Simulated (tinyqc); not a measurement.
# Pillar capacitor in an array: capacitance, non-linearity, leakage and relaxation: what changes with what

A film between two metal electrodes, each interface adding a series capacitance ci. The small-signal permittivity is ek (1 + aq E^2); the field is found with the linear permittivity. Leakage J = J0 sinh(E/Ef). After a voltage step the film passes a relaxation current kr C V tt^(-nr), tt being the time in seconds. The sidewall is a coaxial capacitor with radii a = dm/2 and b = dm/2 + t, depth AR dm; the end face is left out.

Parameters, values chosen for the exercise; permittivity of the order of that of titanium dioxide:
- ek = 80.2 (relative permittivity of the film)
- t = 13 nm (film thickness)
- ci = 1000 uF/cm^2 (capacitance of each electrode interface (dead layer and screening))
- aq = 0.028 cm^2/MV^2 (quadratic field coefficient of the permittivity)
- V = 1.6 V (bias)
- nr = 0.937 (exponent of the relaxation current)
- kr = 0.00027 (strength of the relaxation)
- J0 = 4.7e-11 A/cm^2 (leakage prefactor)
- Ef = 0.43 MV/cm (field for an e-fold rise of the leakage)
- dm = 100 nm (diameter of the pillar)
- AR = 30 (aspect ratio, depth over diameter)
- pt = 240 nm (pitch of the square array)
- rho = 920 uohm cm (resistivity of the inner electrode)
- t0 = 1e-8 s (duration of the write pulse)

Constants: eps0 = 8.8541878128e-14 F/cm where lengths are in cm. Results are converted to the units shown.

Each table varies one quantity; the others keep the values above.

## Capacitance, non-linearity and leakage against thickness

Planar film: Cf = eps0 ek/t, 1/C = 1/Cf + 2/ci, EOT = 3.9 eps0/C, effective permittivity C t/eps0, E = (V/t) C/Cf; quadratic coefficient [C(V)/C - 1]/V^2 with Cf (1 + aq E^2) in C(V).

Results:
```
t (nm)  C (uF/cm^2)  EOT (nm)  effective permittivity  E (MV/cm)  quadratic coefficient (ppm/V^2)  J (A/cm^2)
6            11.561   0.29868                  78.346     2.6050                            72189   1.0048e-8
8            8.7215   0.39593                  78.801     1.9651                            41422   2.2686e-9
11           6.3732   0.54182                  79.178     1.4360                            22250  6.6202e-10
14           5.0212   0.68770                  79.395     1.1314                            13855  3.2471e-10
25           2.8244    1.2226                  79.747    0.63638                           4404.2  9.7881e-11
34           2.0799    1.6603                  79.866    0.46863                           2392.0  6.1982e-11
45           1.5730    2.1952                  79.948    0.35444                           1369.7  4.3279e-11
60           1.1807    2.9246                  80.011    0.26604                           772.28  3.0969e-11
```

Estimate the missing row, t = 19 nm.

Computed row:
```
t (nm)  C (uF/cm^2)  EOT (nm)  effective permittivity  E (MV/cm)  quadratic coefficient (ppm/V^2)  J (A/cm^2)
19           3.7097   0.93085                  79.605    0.83586                           7583.8  1.6080e-10
```

With this row back in the table: C falls from 11.6 to 1.18 uF/cm^2 while the effective permittivity goes from 78.3 to 80.0 (ek = 80.2). EOT is a straight line in t with slope 3.9/ek = 0.0486 and intercept 0.00691 nm. The quadratic coefficient goes as t^(-1.93) between the first two rows and t^(-1.99) between the last two (-2 without interfaces), and J falls by 2.51 decades.

## Cell against the film thickness

Per length 1/c = ln(b/a)/(2 pi eps0 ek) + (1/a + 1/b)/(2 pi ci); cell capacitance c AR dm; per footprint over pt^2; fields c V/(2 pi eps0 ek r) at r = a and b; resistance of the inner electrode rho AR dm/(pi a^2); time constant R C/3 of the distributed line.

The same in every row: R (kohm) = 3.5141.

Cell against the film thickness:
```
t (nm)  cell capacitance (fF)  per footprint (uF/cm^2)  field at a (MV/cm)  field at b (MV/cm)  R C/3 (ps)
4.3                    157.05                   272.65              3.7546              3.4573      183.96
5.8                    119.04                   206.66              2.8459              2.5501      139.44
7.9                    89.628                   155.60              2.1427              1.8504      104.99
11                     66.449                   115.36              1.5886              1.3021      77.837
14                     53.672                   93.180              1.2831              1.0024      62.870
19                     41.244                   71.605             0.98603             0.71452      48.313
26                     31.789                   55.189             0.75998             0.49999      37.237
```

As t goes from 4.3 to 26, the cell capacitance falls from 157 to 31.8 fF, the capacitance per footprint falls from 273 to 55.2 uF/cm^2, the ratio of the two fields rises from 1.09 to 1.52 and R C/3 falls from 184 to 37.2 ps; the time constant goes as t^(-0.93) between the first two rows and t^(-0.83) between the last two.

## Charge lost after writing

Planar film: Cf = eps0 ek/t, 1/C = 1/Cf + 2/ci, EOT = 3.9 eps0/C, effective permittivity C t/eps0, E = (V/t) C/Cf. A capacitor written for t0 and then left open loses, as a share of C V, kr (tt^(1 - nr) - t0^(1 - nr))/(1 - nr) by relaxation and J tt/(C V) by leakage; both are taken as small, and rows far outside that range are left out.

The same in every row: leakage current (nA/cm^2) = 0.3974.

Results:
```
tt (s)  relaxation current (nA/cm^2)  loss by relaxation (%)  loss by leakage (%)  total loss (%)
1e-6                         9.776e5                 0.04520             4.596e-9         0.04520
1e-5                         1.130e5                 0.07322             4.596e-8         0.07322
0.0001                       1.307e4                  0.1056             4.596e-7          0.1056
0.001                           1511                  0.1431             4.596e-6          0.1431
0.01                           174.6                  0.1864             4.596e-5          0.1864
0.1                            20.19                  0.2364             4.596e-4          0.2369
10                            0.2699                  0.3612              0.04596          0.4072
100                          0.03120                  0.4385               0.4596          0.8982
1000                        0.003607                  0.5280                4.596           5.124
```

Estimate the missing row, tt = 1 s.

Computed row:
```
tt (s)  relaxation current (nA/cm^2)  loss by relaxation (%)  loss by leakage (%)  total loss (%)
1                              2.334                  0.2943             0.004596          0.2989
```

With this row back in the table: The two currents are equal at tt = 6.62 s. The loss by relaxation grows from 0.0452 to 0.528 %, by 0.0280 points over the first decade and 0.0894 over the last, while the loss by leakage grows tenfold a decade. Leakage is the larger loss for tt = 100, 1000 s. For tt = 1000 the falling voltage would already cut the leakage, so the linear estimate overstates the loss.

Numbers from tinyqc (`OMP_NUM_THREADS=1 python tinyqc.py 2102022 2102023 out.jsonl`; about 0.01 s on one thread of a shared Intel Xeon 2.30GHz).
